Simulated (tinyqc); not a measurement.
From results back to parameters: cyclotron resonance of ellipsoidal valleys, Si type. Five cases, with inputs chosen for the exercise.

Problem. The cyclotron masses of the valleys [100] and [001] at this angle were computed from hidden ml and mt.

Valleys along [100], [010], [001] (each with its opposite partner), mass ml along the axis and mt across it. B lies in the (1-10) plane, b = (sin(theta)/sqrt2, sin(theta)/sqrt2, cos(theta)). For the angle phi between B and the axis, 1/mc^2 = cos^2(phi)/mt^2 + sin^2(phi)/(mt ml). Resonance: h nu = 2 muB B/mc, h = 2 pi hbar.

Case 1.

Values chosen (out of a larger set: near those of Si; not measured data): theta = 29 degrees (angle of B from [001] towards [110]).

mc of [100] = 0.341576 m0
mc of [001] = 0.206331 m0

Case 2.

Values chosen (out of a larger set: near those of Si; not measured data): theta = 72 degrees (angle of B from [001] towards [110]).

mc of [100] = 0.249882 m0
mc of [001] = 0.353156 m0

Case 3.

Values chosen (out of a larger set: near those of Si; not measured data): theta = 38 degrees (angle of B from [001] towards [110]).

mc of [100] = 0.319851 m0
mc of [001] = 0.230251 m0

Case 4.

Values chosen (out of a larger set: near those of Si; not measured data): theta = 79 degrees (angle of B from [001] towards [110]).

mc of [100] = 0.246004 m0
mc of [001] = 0.395026 m0

Case 5.

Values chosen (out of a larger set: near those of Si; not measured data): theta = 21 degrees (angle of B from [001] towards [110]).

mc of [100] = 0.375372 m0
mc of [001] = 0.206582 m0

Find: X = 1/mt^2; Y = 1/(mt ml); mt; ml.

Solution.

Case 1.

X = 1/mt^2 = 28.91
Y = 1/(mt ml) = 5.863
mt = 0.186 m0
ml = 0.92 m0

With cos^2(phi) = 0.1175 and 0.7650, the two values of 1/mc^2 are linear equations for X and Y; mt = 1/sqrt(X), ml = sqrt(X)/Y.

Case 2.

X = 1/mt^2 = 28.29
Y = 1/(mt ml) = 5.878
mt = 0.188 m0
ml = 0.91 m0

With cos^2(phi) = 0.4523 and 0.0955, the two values of 1/mc^2 are linear equations for X and Y; mt = 1/sqrt(X), ml = sqrt(X)/Y.

Case 3.

X = 1/mt^2 = 26.85
Y = 1/(mt ml) = 5.783
mt = 0.193 m0
ml = 0.90 m0

With cos^2(phi) = 0.1895 and 0.6210, the two values of 1/mc^2 are linear equations for X and Y; mt = 1/sqrt(X), ml = sqrt(X)/Y.

Case 4.

X = 1/mt^2 = 28.29
Y = 1/(mt ml) = 5.581
mt = 0.188 m0
ml = 0.95 m0

With cos^2(phi) = 0.4818 and 0.0364, the two values of 1/mc^2 are linear equations for X and Y; mt = 1/sqrt(X), ml = sqrt(X)/Y.

Case 5.

X = 1/mt^2 = 26.03
Y = 1/(mt ml) = 5.798
mt = 0.196 m0
ml = 0.88 m0

With cos^2(phi) = 0.0642 and 0.8716, the two values of 1/mc^2 are linear equations for X and Y; mt = 1/sqrt(X), ml = sqrt(X)/Y.

Computed by tinyqc, one run a case: `OMP_NUM_THREADS=1 python tinyqc.py N N+1 out.jsonl` with N = 1251344, 1251353, 1251414, 1251497, 1251539; one thread of a shared Intel(R) Xeon(R) Processor @ 2.30GHz, about 0.01 s a run at most.
